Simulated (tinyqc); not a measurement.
Image-sensor pixel with a pinned photodiode, signal and noise: one step of the calculation.

A buried n layer between a heavily doped p+ surface layer and a p layer is emptied into a floating diffusion, read through a source follower with correlated double sampling (reset noise cancelled). One-dimensional abrupt junctions; no blooming, lag or crosstalk.

Task. Full well, conversion gain and read noise. Floating-diffusion limit Cf dV/q; full well FW is the smaller of the two; conversion gain CG = q As/Cf; read noise in electrons vn/CG. Reset noise sqrt(kB T Cf)/q is listed for comparison.

Parameters, values chosen for the exercise; material values close to those of silicon:
- T = 273 K (temperature)
- Cf = 1.2 fF (floating-diffusion capacitance)
- dV = 0.8 V (usable swing of the floating diffusion)
- As = 0.92 (source-follower gain)
- vn = 120 uV (read noise at the output)

Constants: q = 1.602176634e-19 C, kB = 1.380649e-23 J/K. Results are converted to the units shown.

diode capacity = 9565.9960 electrons

Wanted: floating-diffusion limit; FW; CG; read noise; reset noise.

Result.

floating-diffusion limit = 5991.8 electrons
FW = 5991.8 electrons
CG = 122.83 uV/electron
read noise = 0.97693 electrons
reset noise = 13.274 electrons

The floating diffusion limits the full well.

Program tinyqc, `OMP_NUM_THREADS=1 python tinyqc.py 2630047 2630048 out.jsonl`; Intel Xeon 2.30GHz, shared host, one thread, about 0.01 s.
